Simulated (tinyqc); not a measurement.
Temperature and isotope dependence of a band gap in oscillator models, step by step. Values are carried at full precision from step to step, so a last printed digit may differ when a step is redone from the rounded ones.

E(T) = E0 - sum_i sl_i th_i n_i(T), n = 1/(exp(th/T) - 1). The same coupling lowers the gap at 0 K by the zero-point term ZP = sum_i sl_i th_i/2, so the gap of the static lattice is E0 + ZP. Thermal expansion is taken as part of the slopes.

Parameters, chosen for this exercise (near those of diamond; shifted at random, so the results belong to these values and not to a real crystal): E0 = 5.49 eV (gap at 0 K); th = (611, 1464) K (temperatures of two oscillators); sl = (0.1543, 0.3967) meV/K (their high-temperature slopes); T = 150 K (temperature); M = 11.99 u (mean atomic mass); dM = 1.02 u (change of the mean mass (not bounded by the natural isotopes)); T12 = (630, 1300) K (temperatures of the fits).

## The gap at T

Give the occupations, the two terms, the gap, ZP and the static gap.

n_i: 0.01732  0.00006

terms (meV): 1.632  0.034

E(T) = 5.4883 eV
ZP = 337.52 meV
static gap = 5.8275 eV

The thermal fall, 1.7 meV, is smaller than the zero-point term, 337.5 meV; the soft oscillator supplies 98 % of the fall but 14 % of ZP. A calculation with clamped ions should be compared with the static gap.

## Slope and asymptote

dE/dT = -sum sl_i (th_i/T)^2 n_i (1 + n_i). At high T, n -> T/th - 1/2, so E -> E0 + ZP - (sum sl_i) T. Give the slope, its ratio to the limit, and the value at 0 K of the tangent drawn at T.

dE/dT = -0.0473 meV/K
ratio to the limiting slope = 0.0858
intercept of the tangent = 5.4954 eV
intercept - E0 = 5.43 meV

The tangent recovers 2 % of ZP: the extrapolation works only from T well above the higher oscillator (1464 K).

## Isotope effect

With M -> M + dM the oscillator temperatures scale as M^(-1/2) and the slopes stay. Give th, ZP, E0 (static gap fixed) and E(T) for the new mass, and the linear rule dE0 = ZP dM/(2 M).

th (K): 586.56  1405.44

ZP = 324.022 meV
shift of E0 = 13.501 meV
linear rule = 14.357 meV
shift of E(T) = 13.269 meV

The heavier crystal has the wider gap. At 150 K 98 % of the shift at 0 K is left; it fades at high T, where the motion is classical and the mean-square amplitude no longer depends on mass.

## Two common fits

Two-parameter forms are made to pass through the falls at the two temperatures T12: Varshni aV T^2/(T + bV), from the line T^2/fall = (T + bV)/aV; one oscillator s1 t1/(exp(t1/T) - 1), with t1 from the ratio of the falls.

Give the falls and the parameters.

falls (meV): 120.6006  435.8406

aV = 1.1423 meV/K
bV = 3129 K
t1 = 1128.0 K
s1 = 0.5338 meV/K
ZP of the one-oscillator fit = 301.0 meV

The limiting slope of the model is 0.5510 meV/K; Varshni puts it +107 % off and one oscillator -3 %. The ZP of the fit differs from the true one by -36.5 meV.

## Checks

- Slope by finite differences against the formula (meV/K): both 0.047279.
- Fall at 20 times the higher oscillator temperature against the asymptote (meV): 15798 against 15796.

tinyqc: `OMP_NUM_THREADS=1 python tinyqc.py 1851255 1851256 out.jsonl`; about 0.01 s, one thread, shared Intel(R) Xeon(R) Processor @ 2.30GHz.
